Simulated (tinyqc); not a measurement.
## Bandgap voltage reference from two bipolar transistors: effect of the temperature coefficient of both resistors

Two transistors of area 1 and N carry the same current I. Is(T) = Is (T/T0)^eta exp[(Vg0 q/kB)(1/T0 - 1/T)], VBE1 = Vt ln(I/Is(T)) + I rb, VBE2 = Vt ln(I/(N Is(T))) + I rb/N. The amplifier forces I R1(T) = VBE1 - VBE2 + Vos, with R(T) = R (1 + tc (T - T0)) for both resistors, and the output is Vref = VBE1 + I R2(T). Base currents and the Early effect are neglected.

Vt = kB T/q; I = (Vt ln N + Vos)/(R1(T) - rb (1 - 1/N)). Box coefficient: span of Vref between 233 and 398 K over its average over T and over 165 K. The last column is the R2 that gives zero slope at T0.

Inputs (values chosen for the exercise); values of the order met in silicon bipolar transistors: reference temperature T0 = 323 K; band-gap voltage extrapolated to 0 K Vg0 = 1.185 V; temperature exponent of the saturation current eta = 3.3; saturation current of the unit transistor at T0 Is = 9.3e-17 A; area ratio of the second transistor N = 8; resistor across which the difference of VBE falls, at T0 R1 = 6.9 kohm; offset of the amplifier Vos = -2.1 mV; series resistance of the unit transistor rb = 47 ohm; output resistor at T0 R2 = 62.77 kohm.

Constants: q = 1.602176634e-19 C, kB = 1.380649e-23 J/K. Results are converted to the units shown.

Effect of the temperature coefficient of both resistors:

| tc (ppm/K) | I at T0 (uA) | Vref at T0 (V) | slope at T0 (uV/K) | box coefficient (ppm/K) | R2 for zero slope (kohm) |
|---|---|---|---|---|---|
| -2000 | 8.132 | 1.212 | 11.42 | 13.69 | 62.33 |
| -1000 | 8.132 | 1.212 | -20.03 | 14.54 | 63.54 |
| 0 | 8.132 | 1.212 | -51.48 | 37.26 | 64.74 |
| 1000 | 8.132 | 1.212 | -82.92 | 61.44 | 65.95 |
| 2000 | 8.132 | 1.212 | -114.4 | 86.36 | 67.16 |
| 3000 | 8.132 | 1.212 | -145.8 | 112.0 | 68.38 |

What does the comparison show?

As tc goes from -2000 to 3000, Vref stays at 1.212 V and the box coefficient rises from 13.7 to 112 ppm/K.

Numbers from tinyqc (`OMP_NUM_THREADS=1 python tinyqc.py 2062167 2062168 out.jsonl`; about 0.01 s on one thread of a shared Intel Xeon 2.30GHz).
